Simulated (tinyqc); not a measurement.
Worked calculation: two-node Weyl semimetal on a cubic lattice and its slab. Values are carried at full precision from step to step, so a last printed digit may differ when a step is redone from the rounded ones.

H = d.s with dx = t sin kx, dy = t sin ky, dz = m (2 - cos kx - cos ky) + M(kz), M = tz (cos k0 - cos kz), k in 1/a. Nodes at (0, 0, +/-k0). Berry curvature of the lower band along z: Omega = d.(dd/dkx x dd/dky)/(2|d|^3), in the sense curl of i<u|grad u>.

Parameters, chosen for this exercise: t = 0.76 eV (hopping in sx and sy); m = 1.59 eV (mass term); tz = 0.52 eV (hopping along z); k0 = 1.72 1/a (position of the nodes); k = (-0.92, -0.71, 2.52) 1/a (wave vector); N = 5 (layers of the small slab); ky = 0.34 1/a; kz = 2.1 1/a.

## One k point

Form M, d, E = -/+ |d| and Omega.

M(kz) = 0.3454 eV

dx, dy, dz (eV): -0.6047  -0.4954  1.3564

|E| = 1.5655 eV
Omega = -0.0414 a^2

## The nodes

Near (0,0,+/-k0): d = (t qx, t qy, +/- tz sin(k0) qz). The chirality is the sign of the product of the three velocities. Each plane of fixed kz with -2m < M < 0 has Chern number -1 in the sense above, so the sum over planes gives sigma_xy of size (e^2/h) 2 k0/(2 pi a).

velocities at +k0 (eV a): 0.7600  0.7600  0.5142

chirality: +k0 1, -k0 -1

|sigma_xy| = 0.5475 e^2/(h a)
M(0) = -0.5973 eV

## The slab at one surface momentum

Slab of N layers along x with hard walls: layer block t sin(ky) sy + (m (2 - cos ky) + M(kz)) sz, block to the next layer t sx/(2i) - m sz/2.

Fill in the matrix.

H (eV), lower triangle (Hermitian):
```
         1+       1-       2+       2-       3+       3-       4+       4-       5+       5-
1+   1.8662
1-  0.2535i  -1.8662
2+  -0.7950  0.3800i   1.8662
2-  0.3800i   0.7950  0.2535i  -1.8662
3+        0        0  -0.7950  0.3800i   1.8662
3-        0        0  0.3800i   0.7950  0.2535i  -1.8662
4+        0        0        0        0  -0.7950  0.3800i   1.8662
4-        0        0        0        0  0.3800i   0.7950  0.2535i  -1.8662
5+        0        0        0        0        0        0  -0.7950  0.3800i   1.8662
5-        0        0        0        0        0        0  0.3800i   0.7950  0.2535i  -1.8662
```

## Levels and layer weights of the middle pair

Diagonalise; sum the weights over the two components of each layer.

levels (eV): -3.2699  -2.7326  -1.9880  -1.2148  -0.5996  0.5996  1.2148  1.9880  2.7326  3.2699

weights:
```
       layer 1  layer 2  layer 3  layer 4  layer 5
lower    0.135    0.272    0.298    0.214    0.082
upper    0.082    0.214    0.298    0.272    0.135
```

The matrix belongs to ky = 0.34, kz = 2.1, where the mass m (1 - cos ky) + M(kz) is +0.2762 eV and t sin(ky) = 0.2535 eV. A positive mass binds no surface state: the middle pair is a confined bulk state.

## Checks

- Omega from the formula against a plaquette of side 1e-4: both -0.04135.
- C of the plane kz = 0 against -1: both -1.00.

Run: tinyqc, `OMP_NUM_THREADS=1 python tinyqc.py 1451294 1451295 out.jsonl`; Intel(R) Xeon(R) Processor @ 2.30GHz, one thread, shared host; about 0.2 s of CPU time with all checks.
